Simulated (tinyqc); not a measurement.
Plane-wave Kohn-Sham cycle with exchange-only LDA in a layered model solid, step by step. One step of it, computed by the program tinyqc.

Question. Iteration 1: levels at that k. Diagonalise the Hermitian matrix.

H (hartree), lower triangle:
```
,-2,-1,+0,+1,+2
-2,3.789441
-1,-0.075000,0.730680
+0,-0.095000,-0.075000,-0.288907
+1,0.000000,-0.095000,-0.075000,0.730680
+2,0.000000,0.000000,-0.095000,-0.075000,3.789441
```

Give: eigenvalues.

Answer.

eigenvalues (hartree): -0.3058  0.6466  0.8238  3.7913  3.7955
